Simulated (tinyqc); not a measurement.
Ideality, resistance and saturation current from three points.

Question. Well above I0 a diode obeys V = n Vt ln(I/I0) + Rs I. Find n, Rs and I0.

Inputs (values chosen for the exercise): temperature T = 300 K.

Constants: q = 1.602176634e-19 C, kB = 1.380649e-23 J/K, Vt = kB T/q. Results are converted to the units shown.

I (A): [0.00051, 0.006, 0.07]
V (V): [0.15348182, 0.24451342, 0.51082192]

Solution. The equation is linear in a = n Vt, Rs and c = -a ln I0; three points give a 3 x 3 system.

n = 1.170
Rs = 3.000 ohm
I0 = 3.356e-6 A

Computed by the program tinyqc: `OMP_NUM_THREADS=1 python tinyqc.py 2640127 2640128 out.jsonl`, one thread of a shared Intel Xeon 2.30GHz, about 0.01 s for the whole run.
